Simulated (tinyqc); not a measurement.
# Bandgap voltage reference from two bipolar transistors: output against temperature

Two transistors of area 1 and N carry the same current I. Is(T) = Is (T/T0)^eta exp[(Vg0 q/kB)(1/T0 - 1/T)], VBE1 = Vt ln(I/Is(T)) + I rb, VBE2 = Vt ln(I/(N Is(T))) + I rb/N. The amplifier forces I R1(T) = VBE1 - VBE2 + Vos, with R(T) = R (1 + tc (T - T0)) for both resistors, and the output is Vref = VBE1 + I R2(T). Base currents and the Early effect are neglected.

Vt = kB T/q; I = (Vt ln N + Vos)/(R1(T) - rb (1 - 1/N)).

Inputs (values chosen for the exercise); values of the order met in silicon bipolar transistors: reference temperature T0 = 300 K; band-gap voltage extrapolated to 0 K Vg0 = 1.157 V; temperature exponent of the saturation current eta = 3.1; saturation current of the unit transistor at T0 Is = 3.2e-18 A; area ratio of the second transistor N = 10; resistor across which the difference of VBE falls, at T0 R1 = 6.8 kohm; temperature coefficient of both resistors tc = -800 ppm/K; offset of the amplifier Vos = 0 mV; series resistance of the unit transistor rb = 0 ohm; output resistor at T0 R2 = 50.44 kohm.

Constants: q = 1.602176634e-19 C, kB = 1.380649e-23 J/K. Results are converted to the units shown.

Result of one run:
```
T (K),I (uA),VBE1 (V),I R2 (V),Vref (V),Vref - Vref(T0) (mV),dVref/dT (uV/K)
218,5.970,0.8656,0.3209,1.186,4.602,-31.63
```

What becomes of these results when the temperature T is changed from 218 to 233 K, all else the same?

Result of the changed run:
```
T (K),I (uA),VBE1 (V),I R2 (V),Vref (V),Vref - Vref(T0) (mV),dVref/dT (uV/K)
233,6.453,0.8430,0.3429,1.186,4.052,-41.55
```

The whole series:
```
T (K),I (uA),VBE1 (V),I R2 (V),Vref (V),Vref - Vref(T0) (mV),dVref/dT (uV/K)
218,5.970,0.8656,0.3209,1.186,4.602,-31.63
233,6.453,0.8430,0.3429,1.186,4.052,-41.55
253,7.115,0.8126,0.3724,1.185,3.099,-53.57
273,7.798,0.7820,0.4018,1.184,1.917,-64.39
298,8.682,0.7434,0.4386,1.182,0.1538,-76.45
323,9.602,0.7046,0.4754,1.180,-1.893,-87.12
348,10.56,0.6655,0.5122,1.178,-4.192,-96.57
373,11.56,0.6262,0.5490,1.175,-6.713,-105.0
398,12.60,0.5867,0.5858,1.172,-9.432,-112.4
423,13.69,0.5470,0.6226,1.170,-12.32,-118.9
```

VBE1 falls by 1.55 mV/K on average and I R2 rises by 1.47 mV/K. The slope of Vref vanishes at T = 178 K. Between 233 and 398 K Vref spans 13.5 mV, or 69.2 ppm/K by the box method (span over the average over T, over 165 K).

tinyqc, about 0.02 s, one thread, Intel Xeon 2.30GHz (shared host): `OMP_NUM_THREADS=1 python tinyqc.py 2062111 2062112 out.jsonl`
